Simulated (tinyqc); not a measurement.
# Mobility of a non-polar semiconductor in the relaxation-time approximation, step by step

A worked calculation. Computed by tinyqc, a small Python program that keeps every step. Command: `OMP_NUM_THREADS=1 python tinyqc.py 3002983 3002984 out.jsonl rta walk`. One thread of a shared host (Intel(R) Xeon(R) Processor @ 2.30GHz), about 0.01 s of CPU time with the checks. Intermediate numbers are printed to about 6 digits and carried at full precision; extremes and crossings named in words are read from the listed rows.

Each valley is treated as a sphere of mass m_d for states and rates, with one isotropic relaxation time; the conductivity mass m_c sets the current.

Inputs (values chosen for the exercise, modelled on holes in silicon):

| quantity | value | unit |
|---|---|---|
| longitudinal mass m_l | 0.498 | m_0 |
| transverse mass m_t | 0.498 | m_0 |
| equivalent valleys Z | 1 | - |
| non-parabolicity alpha | 0.27 | 1/eV |
| static permittivity eps_s | 11.7 | - |
| density rho | 2329 | kg/m^3 |
| sound velocity v_l | 8910 | m/s |
| acoustic deformation potential D_A | 5.6 | eV |
| phonon energy hbar w | 63.9 | meV |
| optical or intervalley deformation potential D_o | 8.6 | 1e8 eV/cm |
| final valleys Z_f | 1 | - |
| carrier density n | 1.6e+19 | 1/cm^3 |
| compensation ratio C | 0.78 | - |
| temperature T | 300 | K |
| alloy fraction x | 0.38 | - |
| alloy potential U | 0.76 | eV |
| lattice constant a | 5.51 | angstrom |

Band: Kane. Impurity formula: Brooks-Herring. Further scattering: alloy.

Constants: k_B = 8.617333262e-05 eV/K; m_0 = 9.1093837015e-31 kg; e = 1.602176634e-19 C; hbar = 1.054571817e-34 J s; eps_0 = 8.8541878128e-12 F/m; k_B = 1.380649e-23 J/K; hbar = 6.582119569e-16 eV s.

## Masses

m_d = (m_l m_t^2)^(1/3); 1/m_c = (1/m_l + 2/m_t)/3; Hall mass factor A = 3 K_m (K_m + 2)/(2 K_m + 1)^2, K_m = m_l/m_t; N_I = n (1 + C)/(1 - C).

density-of-states mass m_d = 0.498 m_0

conductivity mass m_c = 0.498 m_0

Hall mass factor A = 1

ionised impurity density N_I = 1.29455e+20 1/cm^3

## Fermi level and screening

Kane band: hbar^2 k^2/(2 m) = E (1 + alpha E), speed v = hbar k/(m (1 + 2 alpha E)), states per spin, volume and energy g(E) = m k (1 + 2 alpha E)/(2 pi^2 hbar^2); overlap factors are set to 1. Here m = m_d. Masses are multiplied by m_0 and all formulas are in SI units. The reduced Fermi level eta = E_F/(k_B T) solves n = 2 Z int g f dE with f = 1/(1 + exp(x - eta)) (Z = 1 unless valleys are given); screening length L_s = sqrt(eps_s eps_0 k_B T/(e^2 dn/deta)), dn/deta = 2 Z int g f (1 - f) dE. Integrals over x = E/(k_B T) use 160 Gauss-Legendre points in u = sqrt(x) from 0 to sqrt(max(eta, 0) + 32).

reduced Fermi level eta = 1.16769

screening length L_s = 1.28485 nm

The gas is between the classical and degenerate limits.

## Rates at a few energies

Phonon occupation N_q = 1/(exp(hbar w/(k_B T)) - 1). Acoustic deformation potential (elastic, equipartition, absorption and emission together): 1/tau = 2 pi k_B T D_A^2 g(E)/(hbar rho v_l^2). Optical or intervalley deformation potential: 1/tau = (pi Z_f D_o^2/(rho w)) [N_q g(E + hbar w) + (N_q + 1) g(E - hbar w)], with g = 0 below the band edge. Each optical term is multiplied by (1 - f(E'))/(1 - f(E)), E' the final energy, for Pauli blocking. Singly charged impurities, momentum relaxation: 1/tau = N_I e^4 m (1 + 2 alpha E) Phi/(8 pi (eps_s eps_0)^2 hbar^3 k^3), with alpha = 0 for a parabolic band. Brooks-Herring: Phi = ln(1 + b) - b/(1 + b), b = 4 k^2 L_s^2. Alloy disorder: 1/tau = (2 pi/hbar) Omega x (1 - x) U^2 g(E), Omega = a^3/4 (other conventions for Omega rescale U).

Rates (1e12/s) at E = (max(eta, 0) + 0.5, 1, 2, 4) k_B T:

| E (meV) | acoustic | optical | ionised impurity | alloy |
|---|---|---|---|---|
| 43.113 | 1.71547 | 0.97497 | 224.242 | 13.8971 |
| 56.039 | 1.97253 | 0.90346 | 185.922 | 15.9796 |
| 81.891 | 2.42510 | 2.13148 | 137.156 | 19.6459 |
| 133.595 | 3.20193 | 5.91334 | 88.287 | 25.9390 |

## Mobility for each process alone

mu = (m_d/m_c) (2 Z e/(3 n k_B T)) int g v^2 tau f (1 - f) dE. Averages over x are split at the emission threshold x_0 = hbar w/(k_B T): 64 Gauss-Legendre points in sqrt(x) below it and 128 in sqrt(x - x_0) above it, up to x = max(eta, 0) + 32.

acoustic mobility = 1541.48 cm^2/(V s)

optical mobility = 2043.10 cm^2/(V s)

ionised impurity mobility = 25.4594 cm^2/(V s)

alloy mobility = 190.282 cm^2/(V s)

## All processes together

Rates are added at each energy before the average. With <y> = int g v^2 y f (1 - f) dE: Hall factor r_H = A (3 n k_B T/(2 Z m_d)) <tau^2/(1 + 2 alpha E)>/<tau>^2 (alpha = 0 for a parabolic band); Hall mobility r_H mu; |S| = (k_B/e) (<x tau>/<tau> - eta); resistivity 1/(n e mu).

drift mobility mu = 20.2748 cm^2/(V s)

Hall factor r_H = 1.06591

Hall mobility = 21.6111 cm^2/(V s)

Seebeck coefficient |S| = 216.645 microvolt/K

resistivity = 0.0192404 ohm cm

Taking r_H = 1 in a Hall measurement would give a density 0.938 times the true one. Caution: above a few 1e18 per cm^3 the Born approximation, static screening and an unperturbed band are rough; measured mobilities are usually lower.

## Matthiessen's rule against the full average

Matthiessen's rule adds 1/mu of the separate processes.

Separate mobilities:

| process | mu (cm^2/(V s)) | share of the sum of 1/mu (%) |
|---|---|---|
| acoustic | 1541.48 | 1.4204 |
| optical | 2043.10 | 1.0717 |
| ionised impurity | 25.46 | 86.0011 |
| alloy | 190.28 | 11.5068 |

mobility by Matthiessen's rule = 21.8953 cm^2/(V s)

excess of Matthiessen's rule over the full mu = 7.99307 %

The rule gives 21.90 against the full 20.27, 8.0 % too high; it can only overestimate, since each separate average is carried by the energies where that process is weak. The largest shares are ionised impurity (86 %) and alloy (12 %).

Checks made by the program: the sum rule (2 Z/(3 k_B T)) int g v^2 (1 + 2 alpha E) f (1 - f) dE = n/m_d (relative difference below 1e-10).
